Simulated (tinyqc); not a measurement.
Away from the valley: two-band massive Dirac model of the K valleys.

Basis (conduction, valence): H = [[D/2, a t (tau kx - i ky)], [a t (tau kx + i ky), -D/2 + lam tau sz]], valley tau = +/-1, spin sz = +/-1. The gap of a spin and valley is G = D - lam tau sz. Berry curvature Omega = curl of i<u|grad u>; for the conduction band Omega_c = -tau 2 a^2 t^2 G/(G^2 + 4 a^2 t^2 k^2)^(3/2), and Omega_v = -Omega_c.

Parameters, chosen for this exercise (near those used for monolayer MoSe2; not measured data):
- a = 3.309 angstrom (lattice constant)
- D = 1.51 eV (gap parameter)
- t = 0.9 eV (effective hopping)
- lam = 0.079 eV (half the valence spin splitting)

Flavour tau = +1, sz = +1. Parabolic transition energy G + 2 a^2 t^2 k^2/G; degree of circular polarisation eta = 2 cos(theta)/(1 + cos^2(theta)). The last column is the Berry flux of the conduction band inside |k|, over 2 pi: -(1 - cos(theta))/2, cos(theta) = G/(transition energy).

Along |k|:
```
|k| (1/angstrom),transition (eV),parabolic (eV),Omega_c (angstrom^2),eta,flux/2 pi
0.000,1.4310,1.4310,-8.662,1.0000,0.0000
0.050,1.4617,1.4620,-8.128,0.9998,-0.0105
0.075,1.4991,1.5007,-7.534,0.9989,-0.0227
0.100,1.5500,1.5550,-6.816,0.9968,-0.0384
0.150,1.6870,1.7099,-5.287,0.9866,-0.0759
0.200,1.8619,1.9268,-3.932,0.9663,-0.1157
0.300,2.2892,2.5466,-2.116,0.8989,-0.1875
```

Give the missing row, |k| (1/angstrom) = 0.025.

Computed row:
```
|k| (1/angstrom)  transition (eV)  parabolic (eV)  Omega_c (angstrom^2)     eta  flux/2 pi
0.025                      1.4387          1.4387                -8.523  1.0000    -0.0027
```

The curvature halves at |k| = 0.184 1/angstrom, where 2 a t k = 0.766 G. At 0.3 the parabola is 257 meV too high, eta has fallen only to 0.899, and the flux has reached -0.187 of the -1/2 that a whole cone holds. The real bands leave this model beyond about 0.1 to 0.2 1/angstrom, where trigonal warping and other bands enter.

Computed by tinyqc, a small Python program: `OMP_NUM_THREADS=1 python tinyqc.py 1452691 1452692 out.jsonl` (the numbers bound the seed that draws the inputs); one thread of a shared host (Intel(R) Xeon(R) Processor @ 2.30GHz), about 0.01 s for the whole set of steps.
